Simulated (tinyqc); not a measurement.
Resistance of a tapered via with liner, size effect and interface: two steps of the calculation.

A round via whose diameter grows from db at the bottom as D(z) = db + 2 z/tan(ang). The fill, of diameter D - 2 tl, starts above the bottom liner (thickness fb tl) and has rho = rho0 (1 + ks lam/(D - 2 tl)); the sidewall liner conducts in parallel with it. The bottom liner and the interface are crossed over the full area pi db^2/4. Spreading in the lines above and below is left out.

Values chosen for this exercise; fill metal close to copper:
```
symbol    value      unit                                               meaning
db           20        nm                                diameter at the bottom
hv           26        nm                                                height
ang          85   degrees                                        sidewall angle
rho0       1.65   uohm cm                          bulk resistivity of the fill
lam        38.8        nm                            mean free path of the fill
ks          1.5                                              size-effect factor
tl          1.8        nm                                 liner on the sidewall
fb            1                   liner at the bottom over that on the sidewall
rl          430   uohm cm                              resistivity of the liner
ri      2.5e-12  ohm cm^2                   interface resistivity at the bottom
Sb       1.1e15     S/m^2  ballistic conductance per area, about 3/(4 rho0 lam)
```

Question 1. Slices of the via. Slices between z0 = fb tl and hv, evaluated at their midpoints: conductance per length pi/4 [(D - 2 tl)^2/rho + (D^2 - (D - 2 tl)^2)/rl], slice resistance = slice height over that. 10 slices.

Wanted: z; D; rho; slice resistance.

Answer 1.

| slice | z (nm) | D (nm) | rho (uohm cm) | slice resistance (ohm) |
|---|---|---|---|---|
| 0 | 3.0100 | 20.527 | 7.3233 | 0.78131 |
| 1 | 5.4300 | 20.950 | 7.1848 | 0.72984 |
| 2 | 7.8500 | 21.374 | 7.0530 | 0.68294 |
| 3 | 10.270 | 21.797 | 6.9272 | 0.64011 |
| 4 | 12.690 | 22.220 | 6.8072 | 0.60091 |
| 5 | 15.110 | 22.644 | 6.6926 | 0.56496 |
| 6 | 17.530 | 23.067 | 6.5829 | 0.53192 |
| 7 | 19.950 | 23.491 | 6.4779 | 0.50151 |
| 8 | 22.370 | 23.914 | 6.3772 | 0.47345 |
| 9 | 24.790 | 24.338 | 6.2807 | 0.44753 |

Question 2. Total resistance. R_fill = sum of the slices; R_bottom = rl fb tl/(pi db^2/4); R_interface = ri/(pi db^2/4); ballistic (Sharvin) limit 1/(Sb pi (db - 2 tl)^2/4); ideal cylinder rho0 hv/(pi db^2/4).

| slice | slice resistance (ohm) |
|---|---|
| 0 | 0.78130622 |
| 1 | 0.72983644 |
| 2 | 0.68293833 |
| 3 | 0.64010869 |
| 4 | 0.60090978 |
| 5 | 0.56495955 |
| 6 | 0.53192349 |
| 7 | 0.50150789 |
| 8 | 0.47345412 |
| 9 | 0.44753379 |

Wanted: parts; R; shares; ballistic limit; ideal cylinder.

Answer 2.

parts (ohm): fill 5.954, bottom liner 24.64, interface 0.7958
R = 31.39 ohm
shares (%): fill 18.97, bottom liner 78.49, interface 2.54
ballistic limit = 4.304 ohm
ideal cylinder = 1.366 ohm

The bottom liner is the largest part, and R is 23.0 times the ideal cylinder. With 2000 slices R = 31.389 ohm.

Numbers from tinyqc (`OMP_NUM_THREADS=1 python tinyqc.py 2750071 2750072 out.jsonl`; about 0.01 s on one thread of a shared Intel Xeon 2.30GHz).
